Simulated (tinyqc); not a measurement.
Inputs raised by 5 %, one at a time: finite-size error of a charged defect in a periodic cell: Madelung and Makov-Payne terms. Computed by tinyqc, a small Python program. Command: `OMP_NUM_THREADS=1 python tinyqc.py 3015861 3015862 out.jsonl imagecharge sens`. One thread of a shared host (Intel(R) Xeon(R) Processor @ 2.30GHz), about 0.07 s of CPU time with the checks.

L is the cube root of the cell volume. The defect charge is a Gaussian, rho(r) = q (2 pi sigma^2)^(-3/2) exp(-r^2/2 sigma^2), repeated periodically in a uniform neutralising background and screened by a continuum. The model cell energy is E(L) = E_0 + [periodic - isolated electrostatic energy].

Inputs (values chosen for the exercise, with screening close to that of ZnSe):

| quantity | value | unit |
|---|---|---|
| charge q | -1 | e |
| cell length L | 19.3 | angstrom |
| dielectric constant eps | 8.79 | - |
| width sigma of the defect charge | 2.1 | angstrom |
| formation energy of the isolated defect E_0 | 2.986 | eV |

Supercell lattice: sc. Screening: isotropic.

Constants: e^2/(4 pi eps_0) = 14.39964548 eV angstrom.

Method:
- Cell vectors: (1,0,0), (0,1,0), (0,0,1), scaled to volume L^3.
- Ewald sum for a unit point charge: scale each Cartesian component of the cell by 1/sqrt(eps_i), giving R', G' and V'; E = [ (1/2) sum erfc(eta R')/R' + (2 pi/V') sum exp(-G'^2/4 eta^2)/G'^2 - eta/sqrt(pi) - pi/(2 V' eta^2) ] e^2/(4 pi eps_0) / sqrt(eps_x eps_y eps_z), over n_i = -6..6, omitting n = (0,0,0), eta = 2/V'^(1/3). alpha = -2 E eps_g L/(e^2/(4 pi eps_0)), eps_g = (eps_x eps_y eps_z)^(1/3).
- Periodic energy of the Gaussian: (2 pi q^2/V) sum_(G != 0) exp(-sigma^2 G^2)/(G.eps.G) x e^2/(4 pi eps_0), n_i = -k..k with k = max(9, L/sigma rounded up). Isolated energy: q^2/(2 sqrt(pi) sigma) <1/(n.eps.n)> e^2/(4 pi eps_0), the mean over directions n, here 1/eps.
- Second radial moment Q = q <r^2> = 3 q sigma^2; E(corrected) = E(L) + q^2 alpha e^2/(4 pi eps_0)/(2 eps L) - 2 pi q Q e^2/(4 pi eps_0)/(3 eps L^3). Errors left are the corrected energies less E_0.

Runs:

| input moved | from | to | finite-size error (eV) | Madelung constant alpha | isolated energy (eV) | error left after the first term (eV) |
|---|---|---|---|---|---|---|
| base run | - | - | -0.1141 | 2.837 | 0.2201 | 0.006314 |
| cell length L (angstrom) | 19.3 | 20.265 | -0.1092 | 2.837 | 0.2201 | 0.005454 |
| dielectric constant eps | 8.79 | 9.2295 | -0.1087 | 2.837 | 0.2096 | 0.006013 |
| width sigma of the defect charge (angstrom) | 2.1 | 2.205 | -0.1135 | 2.837 | 0.2096 | 0.006961 |

Exponents ln(y'/y) / ln(x'/x):

| input | finite-size error | Madelung constant alpha | isolated energy | error left after the first term |
|---|---|---|---|---|
| cell length L | -0.895 | 0 | 0 | -3 |
| dielectric constant eps | -1.000 | 0 | -1 | -1 |
| width sigma of the defect charge | -0.117 | 0 | -1 | 2 |

To which inputs is each result most sensitive?

Among the inputs moved here: finite-size error answers most in size to dielectric constant eps (exponent -1.000), next to cell length L (-0.895). Its exponent -1.000 in dielectric constant eps: isotropic screening divides every term by eps. Madelung constant alpha hardly depends on these (all exponents below 0.005). Isolated energy answers most in size to dielectric constant eps (exponent -1.000), and about equally to width sigma of the defect charge (-1.000); its exponent is below 0.0005 for cell length L. Its exponent -1.000 in width sigma of the defect charge: the self-energy goes as 1/sigma. Error left after the first term answers most in size to cell length L (exponent -3.000), next to width sigma of the defect charge (+2.000). Its exponent -3.000 in cell length L: the third-order term goes as 1/L^3. Its exponent +2.000 in width sigma of the defect charge: the third-order term goes as sigma^2.
